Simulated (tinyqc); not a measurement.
Inside a calculation. Model: the 3-omega method: a line heater on a substrate with a thin film. Computed by tinyqc, a small Python program that keeps every step. Command: `OMP_NUM_THREADS=1 python tinyqc.py 3027376 3027377 out.jsonl threeomega walk`. One thread of a shared host (Intel(R) Xeon(R) Processor @ 2.30GHz), about 0.01 s of CPU time with the checks. Intermediate numbers are printed to about 5 digits and carried at full precision; extremes and crossings named in words are read from the listed rows.

A current at angular frequency omega = 2 pi f heats the line at 2 omega with the amplitude P per length; the temperature swing Delta T at 2 omega gives a voltage at 3 omega. The substrate is taken as semi-infinite and isotropic, and the heat capacity of heater and film is left out.

Inputs (values chosen for the exercise, modelled on hafnia on gallium nitride):

| quantity | value | unit |
|---|---|---|
| substrate conductivity kappa | 189 | W/(m K) |
| substrate heat capacity C | 3.09 | 1e6 J/(m^3 K) |
| heater half-width b | 12 | micrometre |
| power amplitude per length P | 7.8 | W/m |
| current frequency f | 47 | Hz |
| film thickness t | 320 | nm |
| film conductivity kappa_f | 1 | W/(m K) |
| interface resistance R_i | 7.3 | m^2 K/GW |
| substrate thickness d_s | 500 | micrometre |
| temperature coefficient of resistance beta | 2 | 1e-3/K |
| voltage amplitude V_1 | 1 | V |

## Penetration depth

D = kappa/C; q = sqrt(2 i omega/D); penetration depth 1/|q| = sqrt(D/(2 omega)).

diffusivity D = 61.165 mm^2/s

penetration depth = 321.81 micrometre

|q| b = 0.037289

penetration depth / d_s = 0.64362

Caution: the penetration depth exceeds a fifth of the substrate thickness, so the back face is felt and the semi-infinite formula fails.

## Temperature swing of the bare substrate

Delta T_s = (P/(pi kappa)) int_0^infinity (sin x/x)^2 / sqrt(x^2 + (q b)^2) dx with (q b)^2 = i |q b|^2, averaged over the heater width (12 Gauss-Legendre points on each of the pieces 0, 14 log-spaced edges from 1e-5 to 1, and multiples of pi to 40 pi; the tail adds 1/(4 (40 pi)^2)). For |q| b much below 1: Delta T_s = (P/(pi kappa)) [-ln(|q| b) + eta - i pi/4], eta = 3/2 - C_E = 0.92278, with Euler's C_E = 0.5772157.

in-phase Delta T_s = 0.055332 K

out-of-phase Delta T_s = -0.010304 K

in-phase, narrow-line form = 0.055329 K

out-of-phase, narrow-line form = -0.010317 K

The narrow-line form misses the in-phase part by 0.00 % and the out-of-phase part by +0.1 % at |q| b = 0.037.

## The film adds a constant step

One-dimensional flow across the film: Delta T_f = P (t/kappa_f + R_i)/(2 b); total in-phase swing Delta T = Delta T_s + Delta T_f; third-harmonic amplitude V_3 = V_1 beta |Delta T|/2 with the out-of-phase part included; the apparent film conductivity is t/(t/kappa_f + R_i).

Delta T_f = 0.10637 K

total in-phase swing = 0.16170 K

V_3 = 0.16203 mV

apparent film conductivity = 0.97770 W/(m K)

film share of the in-phase swing = 0.65782

The interface lowers the apparent conductivity by 2 %. The film gives a large part of the signal.

## Conductivity from the slope

Take the in-phase swing at f and at 2f; in the narrow-line limit kappa = P ln 2/(2 pi [Delta T(f) - Delta T(2f)]), whatever the film and the heater width.

in-phase Delta T_s at 2f = 0.050781 K

kappa from the slope = 189.10 W/(m K)

error of the slope method = 0.052431 %

## The window of frequencies

The slope value uses each f and 2f: kappa = P ln 2/(2 pi [Delta T(f) - Delta T(2f)]).

Bare substrate:

| f (Hz) | penetration depth (micrometre) | \|q\| b | in-phase (K) | out-of-phase (K) | narrow-line form (K) | kappa from the slope (W/(m K)) |
|---|---|---|---|---|---|---|
| 0.34 | 3783.6 | 0.0031716 | 0.087704 | -0.010317 | 0.087704 | 189.00 |
| 3.4 | 1196.5 | 0.010029 | 0.072580 | -0.010316 | 0.072580 | 189.01 |
| 34 | 378.36 | 0.031716 | 0.057458 | -0.010308 | 0.057456 | 189.07 |
| 170 | 169.21 | 0.070918 | 0.046893 | -0.010277 | 0.046885 | 189.36 |
| 680 | 84.604 | 0.14184 | 0.037813 | -0.010187 | 0.037779 | 190.42 |
| 3400 | 37.836 | 0.31716 | 0.027375 | -0.0098413 | 0.027208 | 195.87 |
| 14000 | 18.646 | 0.64357 | 0.018558 | -0.0089777 | 0.017912 | 215.76 |
| 68000 | 8.4604 | 1.4184 | 0.010086 | -0.0068598 | 0.0075309 | 305.86 |
| 340000 | 3.7836 | 3.1716 | 0.0046038 | -0.0039479 | -0.0030404 | 637.01 |
| 2.00e+06 | 1.5600 | 7.6922 | 0.0018969 | -0.0017859 | -0.014679 | 1548.8 |

The slope gives kappa within 1 % up to |q| b = 0.14 (f = 680 Hz) among these rows. The penetration depth stays under d_s/5 = 100 micrometre from f = 680 Hz up, so that row alone meets both conditions. At high f the flow turns one-dimensional: in-phase and out-of-phase parts become equal in size (ratio 0.94 in the last row) and fall as f^(-1/2) (exponent -0.50).

Checks made by the program: narrow-line limit at |q| b = 0.002 (relative difference 7e-07).
